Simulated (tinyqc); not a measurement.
# Changing the confinement constant beta

Model: Raman line shape of confined optical phonons and breathing modes of small crystals. Computed by tinyqc, a small Python program. Command: `OMP_NUM_THREADS=1 python tinyqc.py 3027086 3027087 out.jsonl confine sweep`. One thread of a shared host (Intel(R) Xeon(R) Processor @ 2.30GHz), about 0.03 s of CPU time with the checks.

Confinement in 2 direction(s) lets phonons with q away from zero scatter light. q is in units of 2 pi/a, from 0 to 1, and the branch is isotropic: omega(q)^2 = (omega_0^2 + omega_X^2)/2 + ((omega_0^2 - omega_X^2)/2) cos(pi q). The model and its constant beta are phenomenological; beta = 8 is the common choice.

Inputs (values chosen for the exercise, modelled on diamond):
```
quantity,value,unit
bulk frequency omega_0,1331,1/cm
frequency at the zone boundary omega_X,1190,1/cm
natural width Gamma_0,1.8,1/cm
lattice constant a,3.567,angstrom
size L,3,nm
```

Shape: wire.

Method:
- Weight W(q) = q^1 exp(-(2 L q/a)^2/(2 beta)) dq, that is exp(-k^2 L^2/(2 beta pi^2)) for k = 2 pi q/a.
- Width q_c = a sqrt(2 beta)/(2 L), where the exponential falls to 1/e; curvature of the branch: omega(q) = omega_0 - c q^2, c = pi^2 (omega_0^2 - omega_X^2)/(8 omega_0); for small q_c the mean of q^2 is (number of confined directions) q_c^2/2, and the mean shift is -c times that.
- I(omega) = int W(q) / [(omega - omega(q))^2 + (Gamma_0/2)^2] dq / int W dq x (Gamma_0/2)^2, by 400 Gauss-Legendre points on 0 < q < min(1, 2.5 a sqrt(2 beta)/L).
- The peak is the maximum of I; the width is taken between the half-maximum points, and the asymmetry is the low-side half-width over the high-side one.

One run for each value:
```
confinement constant beta,peak shift (1/cm),full width (1/cm),asymmetry,q_c (2 pi/a)
1.0,-0.91269,4.1419,2.0635,0.08407
1.5,-1.12650,5.2831,2.4847,0.10297
2.0,-1.30270,6.3873,2.8501,0.11890
3.0,-1.59390,8.5308,3.4754,0.14562
4.0,-1.83790,10.6260,4.0100,0.16815
6.0,-2.24940,14.7550,4.9165,0.20594
8.0,-2.60250,18.8710,5.6882,0.23780
12.0,-3.21690,27.2220,7.0006,0.29124
```

What does the table show, and why?

Over the rows, peak shift (1/cm) falls from -0.913 to -3.22 (exponent d ln y / d ln x about 0.51 throughout); full width (1/cm) rises from 4.14 to 27.2 (exponent d ln y / d ln x 0.60 between the first rows and 0.90 between the last); asymmetry rises from 2.06 to 7.00 (exponent d ln y / d ln x 0.46 between the first rows and 0.51 between the last). Only L^2/beta enters, so a size read from a line shape is uncertain by the square root of the uncertainty in beta.

Extremes, crossings and ranges named in words are read from the listed rows.
